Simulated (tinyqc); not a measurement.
Sputter depth profiling of a dopant layer: erosion rate, quantification and the mixing-roughness response: one step, computed by the program tinyqc.

A rastered ion beam erodes silicon (49.94 atoms per nm^3). The measured profile is the true one convolved with a depth response.

Task: Measured shape. Mixing alone turns a layer at z0 into (1/w) exp(-(z - z0 + w)/w) for z > z0 - w; roughness adds a Gaussian of width sigma. With x = z - z0 + w: g(x) = (1/(2w)) exp(sigma^2/(2 w^2) - x/w) erfc((sigma/w - x/sigma)/sqrt2), and its integral G(x) = (1/2) erfc(-x/(sigma sqrt2)) - w g(x). Measured: Q g(x), 1 nm = 1e-7 cm. Find the maximum, the full width at half maximum and the deep point where the profile falls to C_B; far down, the trailing edge decays by w ln(10) per decade.

Inputs (values chosen for the exercise, modelled on a dopant in silicon under an oxygen or caesium beam): roughness sigma = 1.5 nm; depth of the layer z0 = 38 nm; sheet density Q = 4.8e+12 1/cm^2; level that defines the junction C_B = 4e+16 1/cm^3.

True profile: delta layer.

mixing length w = 1.356871 nm

Give: depth of the maximum; peak concentration; full width at half maximum; apparent junction depth; trailing slope.

Result:

depth of the maximum = 37.62 nm

peak concentration = 1.031e+19 1/cm^3

full width at half maximum = 4.239 nm

apparent junction depth = 46.68 nm

trailing slope = 3.124 nm/decade

The true deep edge lies at 38 nm, so the junction appears 8.68 nm too deep.
